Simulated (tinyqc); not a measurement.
Inside a calculation. Model: capacitance measurement on a leaky thin oxide: effects of series resistance and leakage.

tinyqc, about 0.01 s, one thread, Intel Xeon 2.30GHz (shared host): `OMP_NUM_THREADS=1 python tinyqc.py 2022184 2022185 out.jsonl` Printed values are rounded.

The device is a capacitance C in parallel with a leakage conductance G, in series with Rs and Ls. An impedance meter reports either a parallel pair (Cp, Gp) from Y = 1/Z = Gp + i w Cp or a series pair (Cs, Rm) from Z = Rm + 1/(i w Cs); w = 2 pi f, dissipation D = Gp/(w |Cp|).

Inputs (values chosen for the exercise); values of the order met in thin-oxide MOS capacitors:
- eox = 8.95 (relative permittivity of the gate insulator (close to aluminium oxide))
- tox = 3 nm (insulator thickness)
- A = 10000 um^2 (gate area)
- zc = 0.49 nm (oxide-equivalent thickness added by the accumulation layer)
- zp = 0 nm (oxide-equivalent thickness added by gate depletion)
- Jg = 0.26 A/cm^2 (gate leakage current density, not matched to the thickness)
- Vs = 0.36 V (voltage for an e-fold rise of the leakage)
- Rs = 93 ohm (series resistance)
- Ls = 0 nH (series inductance)
- f = 1e6 Hz (measuring frequency)

Constants: eps0 = 8.8541878128e-14 F/cm where lengths are in cm. Results are converted to the units shown.

## True capacitance and conductance

EOT = 3.9 tox/eox; CET = EOT + zc + zp; C = 3.9 eps0 A/CET; G = Jg A/Vs.

EOT = 1.30726 nm
CET = 1.79726 nm
C = 192.133 pF
G = 72.2222 uS

## What the meter reports

Z = Rs + i w Ls + 1/(G + i w C).

Z = 142.381-825.404i ohm
Cp = 187.249 pF
Gp = 202.947 uS
Cs = 192.821 pF
D = 0.172498

Cp is 2.5 % below C and Cs is 0.36 % above it; G Rs = 0.00672, w C Rs = 0.112 and G/(w C) = 0.0598.
